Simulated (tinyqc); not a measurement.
Changing the preheat temperature T0: millisecond and nanosecond annealing: surface heating, thermal budget and solid-phase regrowth. Computed by tinyqc, a small Python program. Command: `OMP_NUM_THREADS=1 python tinyqc.py 3008572 3008573 out.jsonl flash sweep`. One thread of a shared host (Intel(R) Xeon(R) Processor @ 2.30GHz), about 0.02 s of CPU time with the checks.

A square pulse heats the surface of a thick wafer with constant thermal properties; losses by radiation are neglected and silicon melts at 1414 C.

Inputs (values chosen for the exercise, modelled on hot silicon with boron): incident fluence = 0.295 J/cm^2; pulse length t_p = 2.8e-08 s; reflectance R = 0.5; thermal conductivity k = 0.3 W/(cm K); heat capacity per volume c = 2.23 J/(cm^3 K); dopant prefactor D0 = 0.986 cm^2/s; dopant activation energy E = 3.47 eV; regrowth prefactor v0 = 5.3e+08 cm/s; regrowth energy E_v = 2.69 eV.

Source: pulsed laser.

Constants: k_B = 8.617333262e-05 eV/K.

Method:
- Absorbed flux q = (1 - R) fluence/t_p; kappa = k/c. With f(z, t) = (2 q/k) sqrt(kappa t) ierfc(z/(2 sqrt(kappa t))), ierfc(x) = exp(-x^2)/sqrt(pi) - x erfc(x): T = T0 + f(z, t) during the pulse and T0 + f(z, t) - f(z, t - t_p) after it.
- At the surface the rise at the end of the pulse is 2 q sqrt(t_p/(pi k c)); the fluence that just melts the surface scales with (1414 - T0).
- Temperatures in kelvin are T(C) + 273.15.
- Integrate exp(-E/(k_B T(t))) at the surface from 0 to 10 t_p (Gauss-Legendre, 60 points in sqrt(t) up to t_p and 60 in sqrt(t - t_p) after it). (Dt) = D0 x integral with E; regrowth = v0 x integral with E_v; effective time = integral/exp(-E/(k_B T_peak)).

One run for each value; columns: (1) preheat temperature T0 (C); (2) peak temperature (C); (3) diffusion length 2 sqrt(Dt) (nm); (4) effective time over t_p; (5) fluence at the melting threshold (J/cm^2):
```
(1)   (2)       (3)     (4)     (5)
25   1241  0.001655  0.0878  0.3370
50   1266  0.002087  0.0907  0.3309
75   1291  0.002613  0.0936  0.3248
100  1316  0.003249  0.0965  0.3188
150  1366  0.004929  0.1026  0.3066
```

Describe and explain the trends.

Over the rows, peak temperature (C) rises from 1240 to 1370; diffusion length 2 sqrt(Dt) (nm) rises from 0.00165 to 0.00493; effective time over t_p rises from 0.0878 to 0.103. At fixed fluence the rise is fixed, so the peak follows T0 one to one and the diffusion length follows it exponentially. Left out: 200, 250 (the surface melts).

Caution (all rows): cold silicon conducts heat several times better than the constant k used here, so the real melting fluence is higher. Caution (all rows): equilibrium diffusivities are used; implant damage enhances diffusion, and k and c vary with temperature. Caution (all rows): a diffusion length below the atomic spacing of 0.235 nm means about one jump per atom or fewer, so the profile does not change measurably.

Extremes, crossings and ranges named in words are read from the listed rows.
